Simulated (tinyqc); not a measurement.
Ballistic Schottky-barrier transistor with a two-dimensional channel, WKB contacts: one step of the calculation.

Source Fermi level 0, drain Fermi level -Vd. Far from the contacts Ec = pn - psi, and the gate moves psi one to one; the band edges relax as exp(-x/lam) from pn at the source and pn - Vd at the drain; Ev = Ec - Eg. A carrier of energy w inside the channel band meets at a contact a barrier of height D (the contact edge beyond the channel edge): T = 1 for w >= D, else exp(-S), S = 4 lam sqrt(m/C) [sqrt(D - w) - sqrt(w) arctan sqrt((D - w)/w)], C = hbar^2/(2 m0). The two contacts combine as Ts Td/(Ts + Td - Ts Td).

Problem. Transmission of one of the holes. S and T at both contacts for w = w0, and the tunnelling distance lam ln(D/w) at the higher barrier.

Parameters, values chosen for the exercise; channel values close to those of a black phosphorus layer:
- mp = 0.14 m0 (hole mass)
- lam = 1.3 nm (screening length at the contacts)
- w0 = 0.59 eV (energy of one carrier inside the channel band)

Constants: q = 1.602176634e-19 C, hbar = 1.054571817e-34 J s, m0 = 9.1093837015e-31 kg, hbar^2/(2 m0) = 0.0380998212 eV nm^2. Results are converted to the units shown.

D for holes (eV): source 0.40000000, drain 0.90000000

Give: S at the source; S at the drain; combined T; tunnelling distance.

Solution.

S at the source = 0
S at the drain = 0.7476
combined T = 0.4735
tunnelling distance = 0.5490 nm

Range of the model: No scattering, image-force lowering, channel charge or band-to-band tunnelling; parabolic kappa overstates S deep in the gap.

Program tinyqc, `OMP_NUM_THREADS=1 python tinyqc.py 2390110 2390111 out.jsonl`; Intel Xeon 2.30GHz, shared host, one thread, about 0.3 s.
